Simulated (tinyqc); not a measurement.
Stripping the layer step by step: sheet resistance and Hall data of a diffused or implanted layer. Computed by tinyqc, a small Python program. Command: `OMP_NUM_THREADS=1 python tinyqc.py 3011236 3011237 out.jsonl layer walk`. One thread of a shared host (Intel(R) Xeon(R) Processor @ 2.30GHz), about 0.01 s of CPU time with the checks.

Carriers are taken equal to the net active doping down to the junction (full ionisation, which deep dopants in wide-gap hosts do not reach; no spill-over, no depletion), and the Hall factor is 1.

Inputs (values chosen for the exercise, modelled on donors in germanium):

| quantity | value | unit |
|---|---|---|
| mu_min | 296 | cm^2/(V s) |
| mu_max | 3860 | cm^2/(V s) |
| N_ref | 1.3e+17 | 1/cm^3 |
| exponent alpha | 0.55 | - |
| peak concentration N_0 | 2.7e+20 | 1/cm^3 |
| length scale l | 39 | nm |
| background doping N_B (opposite type) | 5.4e+14 | 1/cm^3 |
| solubility limit N_s | 5.3e+19 | 1/cm^3 |

Profile: Gaussian at the surface. Activation: limited by solubility.

Constants: e = 1.602176634e-19 C.

Method:
- N(x) = N_0 exp(-x^2/l^2), dose N_0 l sqrt(pi)/2, junction x_j = l sqrt(ln(N_0/N_B)).
- Mobility mu = mu_min + (mu_max - mu_min)/(1 + (N_t/N_ref)^alpha), N_t = active doping + N_B; carriers n = active doping - N_B, active doping min(N, N_s).
- Integrals from x_0 (0 unless stated) to x_j by the midpoint rule on 400 even intervals: 1/R_s = e int n mu dx; sheet density n_s = int n dx; Hall sheet density (int n mu dx)^2/int n mu^2 dx; Hall mobility int n mu^2 dx/int n mu dx.
- After removing a depth d the integrals start at d. Differences between neighbouring rows give the local conductivity -d(1/R_s)/dx at the middle of the slice (the last slice uses one more step, not listed).

junction depth x_j = 141.277 nm

Differential sheet resistance:

| removed d (nm) | R_s (ohm) | slice conductivity (S/cm) | sigma at mid-slice (S/cm) |
|---|---|---|---|
| 0 | 42.8 | 3583.9 | 3584.0 |
| 14 | 54.6 | 3584.1 | 3584.0 |
| 28 | 75.1 | 3584.0 | 3584.0 |
| 42 | 120.6 | 3332.0 | 3584.0 |
| 56 | 275.5 | 1660.6 | 1613.4 |
| 70 | 766.3 | 637.9 | 613.9 |
| 84 | 2427.9 | 218.6 | 208.6 |
| 98 | 9447.6 | 62.0 | 57.9 |

What does the comparison show, and why?

R_s doubles after removing between 28.0 and 42.0 nm of a layer 141 nm deep, so half the current flows above that depth. Where sigma exceeds a tenth of its largest listed value, the slice values agree with it within 8 %.

Extremes, crossings and ranges named in words are read from the listed rows.
